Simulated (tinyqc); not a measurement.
From results back to parameters: trap in a gate oxide as a short-range spherical well. Two cases, with inputs chosen for the exercise.

Problem. In strong inversion a gate step dV falls across the oxide, so a trap at depth x moves by -e dV x/tox against EF and d ln(tau_c/tau_e)/dV = -x/(tox kB T/e). The slope was computed from a hidden depth.

Constants: kB = 8.617333262e-05 eV/K.

Case 1.

Values chosen (out of a larger set: near those of SiO2 on Si; not measured data): tox = 23 angstrom (oxide thickness); T = 300 K (temperature).

slope = -10.0909 1/V

Case 2.

Values chosen (out of a larger set: near those of SiO2 on 4H SiC; not measured data): tox = 37 angstrom (oxide thickness); T = 400 K (temperature).

slope = -9.4091 1/V

Find: x/tox; x.

Solution. x/tox = -slope kB T/e.

Case 1.

x/tox = 0.261
x = 6.0 angstrom

Case 2.

x/tox = 0.324
x = 12.0 angstrom

Computed by tinyqc, one run a case: `OMP_NUM_THREADS=1 python tinyqc.py N N+1 out.jsonl` with N = 1281802, 1281903; one thread of a shared Intel(R) Xeon(R) Processor @ 2.30GHz, about 0.01 s a run at most.
